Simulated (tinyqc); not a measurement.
Worked calculation: cyclotron resonance of ellipsoidal valleys, Si type. Values are carried at full precision from step to step, so a last printed digit may differ when a step is redone from the rounded ones.

Valleys along [100], [010], [001] (each with its opposite partner), mass ml along the axis and mt across it. B lies in the (1-10) plane, b = (sin(theta)/sqrt2, sin(theta)/sqrt2, cos(theta)). For the angle phi between B and the axis, 1/mc^2 = cos^2(phi)/mt^2 + sin^2(phi)/(mt ml). Resonance: h nu = 2 muB B/mc, h = 2 pi hbar.

Constants: hbar = 6.58211957e-16 eV s; muB = 5.788381798e-05 eV/T.

Values chosen for the exercise (near those of Si; not measured data): theta = 58 degrees (angle of B from [001] towards [110]); ml = 0.873 m0 (longitudinal mass); mt = 0.197 m0 (transverse mass); nu = 35 GHz (microwave frequency); tau = 170 ps (scattering time).

## Angles to the valley axes

Give b and cos^2(phi) for each axis.

b: [0.5997, 0.5997, 0.5299]

cos^2(phi): [100] 0.3596, [010] 0.3596, [001] 0.2808

## Cyclotron masses and resonance fields

For each axis, mc and B = h nu mc/(2 muB).

Resonances:
```
axis   mc (m0)   B (T)
[100]   0.2775  0.3469
[010]   0.2775  0.3469
[001]   0.2959  0.3700
```

2 distinct masses appear; the limits are mt = 0.197 (B along the axis) and sqrt(ml mt) = 0.4147 (B across it).

## The same from the mass tensor

For the valley along [001]: M = mt 1 + (ml - mt) a a^T, and mc^2 = det M/(b M b).

M (m0), rows x, y, z and columns alike:
```
[[0.1970, 0, 0],
 [0, 0.1970, 0],
 [0, 0, 0.8730]]
```

det M = 0.033880
b M b = 0.3868
mc = 0.2959 m0

## Line shape

For linear polarisation and one isotropic mass the absorbed power goes as P = [1 + (w^2 + wc^2) tau^2]/([1 + (wc^2 - w^2) tau^2]^2 + 4 w^2 tau^2), w = 2 pi nu. List it for wc/w = 0, 0.5, 0.8, 0.9, 1, 1.1, 1.2, 1.5 and 2, which is B over the resonance field.

w tau = 37.385

Power:
```
wc/w          P
0.0   0.0007150
0.5    0.001586
0.8    0.008897
0.9     0.03349
1.0      0.5001
1.1     0.03347
1.2    0.008860
1.5    0.001484
2.0   0.0003972
```

The largest listed value lies at wc/w = 1.0, 699.4 times the zero-field value. With w tau well above 1 the line is sharp, of relative half width about 1/(w tau). The closest two lines of this crystal are 6.7 % apart, so they are resolved.

## Checks

- Rotation frequency of dv/dt = -M^-1 (v x b) for the valley along [001], in units of e B/m0, against 1/mc: both 3.3790.

tinyqc: `OMP_NUM_THREADS=1 python tinyqc.py 1280816 1280817 out.jsonl`; about 0.01 s, one thread, shared Intel(R) Xeon(R) Processor @ 2.30GHz.
